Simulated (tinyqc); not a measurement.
Ellipsoidal valleys in the axes of a wafer and a channel: one step. Subbands and shares in a film. Two cases, with inputs chosen for the exercise.

Question. Give the ladders, the shares and the mean conductivity mass.

Hard walls: E_n = c (n pi/t)^2/mz, c = hbar^2/2m0, n = 1, 2, 3. Non-degenerate share of a valley proportional to md sum_n exp(-E_n/kT); mean 1/mc = sum of share/mc. 1 nm = 10 angstrom.

Constants: hbar^2/2m0 = 3.80998211 eV angstrom^2; kB = 8.617333262e-05 eV/K.

Give: Subbands; mean mc.

Case 1.

Values chosen (out of a larger set: near those of the Delta valleys of Si; not measured data): t = 4.2 nm (thickness of the film); T = 300 K (temperature).

Masses (m0):
```
valley        mz        md        mc        mx        my
x       0.220194  0.393372  0.275097  0.438667  0.352755
y       0.220194  0.393372  0.275097  0.438667  0.352755
z       0.406673  0.289457  0.438667  0.438667  0.191000
```

Answer.

Subbands:
```
valley  E1 (meV)  E2 (meV)  E3 (meV)  share
x           96.8     387.2     871.3  0.164
y           96.8     387.2     871.3  0.164
z           52.4     209.7     471.8  0.673
```

mean mc = 0.3672 m0

The lowest ladder (z) holds 67 % of the electrons in these valleys, the next starts 44 meV higher.

Case 2.

Values chosen (out of a larger set: near those of the Delta valleys of Si; not measured data): t = 6 nm (thickness of the film); T = 77 K (temperature).

Masses (m0):
```
valley        mz        md        mc        mx        my
x       0.316667  0.329090  0.570000  0.570000  0.190000
y       0.316667  0.329090  0.570000  0.570000  0.190000
z       0.190000  0.424853  0.190000  0.190000  0.950000
```

Answer.

Subbands:
```
valley  E1 (meV)  E2 (meV)  E3 (meV)  share
x           33.0     131.9     296.9  0.489
y           33.0     131.9     296.9  0.489
z           55.0     219.9     494.8  0.023
```

mean mc = 0.5450 m0

The lowest ladder (x and y) holds 98 % of the electrons in these valleys, the next starts 22 meV higher.

Computed by tinyqc, one run a case: `OMP_NUM_THREADS=1 python tinyqc.py N N+1 out.jsonl` with N = 1850613, 1850787; one thread of a shared Intel(R) Xeon(R) Processor @ 2.30GHz, about 0.01 s a run at most.
